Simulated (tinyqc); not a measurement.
Worked calculation: plane-wave Kohn-Sham cycle with exchange-only LDA in a layered model solid. One step of it, computed by the program tinyqc.

Problem. Iteration 2: Hamiltonian at one k. H(m,m') = (k + G_m)^2/2 delta + V(G_m - G_m'), with V(-G) = V(G).

A solid whose potential varies along x alone (atomic units):
```
parameter                      value
period a                   10.400000
cross-section of the cell  16.000000
electrons per cell                 4
grid points                       16
plane waves -n..n, n               2
k points                           1
V1 in V1 cos(2 pi x/a)     -0.170000
```

V(G_m), m = 0, 1, 2, ... (hartree): [-0.281178, 0.049742, -0.007959, -0.001027, 0.000090]

k = 0.000000 2 pi / a

Give: H.

Solution.

H (hartree), order -2, -1, +0, +1, +2:
$$\begin{pmatrix}
0.4488 & 0.0497 & -0.0080 & -0.0010 & 0.0001 \\
0.0497 & -0.0987 & 0.0497 & -0.0080 & -0.0010 \\
-0.0080 & 0.0497 & -0.2812 & 0.0497 & -0.0080 \\
-0.0010 & -0.0080 & 0.0497 & -0.0987 & 0.0497 \\
0.0001 & -0.0010 & -0.0080 & 0.0497 & 0.4488
\end{pmatrix}$$
